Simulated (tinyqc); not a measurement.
# On-chip interconnect, size-dependent resistivity and RC delay: delay against the space to the neighbouring lines

A rectangular line between two neighbours and two ground planes. Surface and grain-boundary scattering are added to the bulk resistivity as corrections; capacitances are parallel-plate values without fringing; inductance is ignored.

Metal width x = wd - 2 tl, height y = AR wd - tl; grain boundaries (Mayadas-Shatzkes): al = (lam/(gr x)) Rg/(1 - Rg), g = 1/[1 - 3 al/2 + 3 al^2 - 3 al^3 ln(1 + 1/al)] - 1; surfaces (Fuchs-Sondheimer, thick limit): s = (3/8) lam (1 - ps)(1/x + 1/y); rho = rho0 (1 + g + s); r = rho/(x y); c = eps0 ek (2 wd/hd + 2 Mf AR wd/sp). Elmore delay tE = Rd (c Lw + Cl) + r Lw (c Lw/2 + Cl); t50 is the time at which the far end of a ladder of 30 pi sections (half capacitances at both ends, Cl at the far end, a step applied through Rd) reaches half the step; line share r Lw/(Rd + r Lw); estimate 0.69 Rd (c Lw + Cl) + 0.38 r c Lw^2 + 0.69 r Lw Cl.

Parameters, values chosen for the exercise; metal values close to those of cobalt:
- rho0 = 6.35 uohm cm (bulk resistivity)
- lam = 11.9 nm (bulk mean free path)
- ps = 0 (specular share of surface scattering)
- Rg = 0.21 (reflection coefficient of grain boundaries)
- gr = 1.5 (grain size over the metal width)
- wd = 11 nm (drawn line width)
- AR = 1.6 (aspect ratio, height over width)
- tl = 0.7 nm (liner on both walls and the bottom, not conducting)
- hd = 15 nm (dielectric height to the planes above and below)
- ek = 2.5 (relative permittivity of the dielectric)
- Mf = 2 (Miller factor of the neighbours)
- Lw = 360 um (line length)
- Rd = 4000 ohm (driver resistance)
- Cl = 2.7 fF (load capacitance)

Constants: eps0 = 8.8541878128e-12 F/m. Results are converted to the units shown.

The same in every row: rho (uohm cm) = 12.98; r (ohm/um) = 799.8; line share of the resistance (%) = 98.63.

Delay against the space to the neighbouring lines:

| sp (nm) | c (fF/um) | tE (ps) | t50 (ps) | estimate (ps) |
|---|---|---|---|---|
| 5.5 | 0.3158 | 1.761e4 | 1.334e4 | 1.330e4 |
| 7.6 | 0.2375 | 1.344e4 | 1.018e4 | 1.013e4 |
| 11 | 0.1741 | 1.006e4 | 7618 | 7575 |
| 15 | 0.1364 | 8051 | 6093 | 6050 |
| 21 | 0.1067 | 6470 | 4894 | 4851 |
| 28 | 0.08812 | 5482 | 4145 | 4102 |
| 40 | 0.07142 | 4593 | 3469 | 3428 |
| 55 | 0.06080 | 4027 | 3039 | 2999 |

As sp goes from 5.5 to 55, r stays at 800 ohm/um, c falls from 0.316 to 0.0608 fF/um and t50 falls from 13300 to 3040 ps. t50/tE lies between 0.755 and 0.757, and the estimate is within 1.3 % of t50.

Range of the model: The metal width is under the mean free path, where the thick-limit surface term and the simple sum of corrections lose accuracy.

Computed by the program tinyqc: `OMP_NUM_THREADS=1 python tinyqc.py 2100026 2100027 out.jsonl`, one thread of a shared Intel Xeon 2.30GHz, about 0.01 s for the whole run.
